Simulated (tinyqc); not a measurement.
Inside a calculation. Method: plane-wave Kohn-Sham cycle with exchange-only LDA in a layered model solid. One step of it, computed by the program tinyqc.

Question. Iteration 1: potential. V_H(G) = 4 pi rho(G)/G^2 for G != 0 (uniform background); v_x = -(3 rho/pi)^(1/3); V = V_ext + V_H + v_x; Fourier components f(G_m) = (1/N) sum_j f(x_j) exp(-i G_m x_j).

A solid whose potential varies along x alone (atomic units):
```
parameter                      value
period a                   16.500000
cross-section of the cell  11.000000
electrons per cell                 2
grid points                       16
plane waves -n..n, n               3
k points                           1
V1 in V1 cos(2 pi x/a)     -0.660000
V2 in V2 cos(4 pi x/a)      0.180000
```

density at the start, on the grid x_j = j a/N (e/bohr^3): [0.01101928, 0.01101928, 0.01101928, 0.01101928, 0.01101928, 0.01101928, 0.01101928, 0.01101928, 0.01101928, 0.01101928, 0.01101928, 0.01101928, 0.01101928, 0.01101928, 0.01101928, 0.01101928]

Give: Potentials on the grid; V(G_m), m = 0, 1, 2, ....

Answer.

Potentials on the grid (hartree):
```
x          V_ext     V_H      v_x        V
0.0000   -0.4800  0.0000  -0.2191  -0.6991
1.0312   -0.4825  0.0000  -0.2191  -0.7016
2.0625   -0.4667  0.0000  -0.2191  -0.6858
3.0938   -0.3799  0.0000  -0.2191  -0.5990
4.1250   -0.1800  0.0000  -0.2191  -0.3991
5.1562    0.1253  0.0000  -0.2191  -0.0938
6.1875    0.4667  0.0000  -0.2191   0.2476
7.2188    0.7370  0.0000  -0.2191   0.5179
8.2500    0.8400  0.0000  -0.2191   0.6209
9.2812    0.7370  0.0000  -0.2191   0.5179
10.3125   0.4667  0.0000  -0.2191   0.2476
11.3438   0.1253  0.0000  -0.2191  -0.0938
12.3750  -0.1800  0.0000  -0.2191  -0.3991
13.4062  -0.3799  0.0000  -0.2191  -0.5990
14.4375  -0.4667  0.0000  -0.2191  -0.6858
15.4688  -0.4825  0.0000  -0.2191  -0.7016
```

V(G_m), m = 0, 1, 2, ... (hartree): [-0.2191, -0.3300, 0.0900, 0.0000, 0.0000, 0.0000, 0.0000]
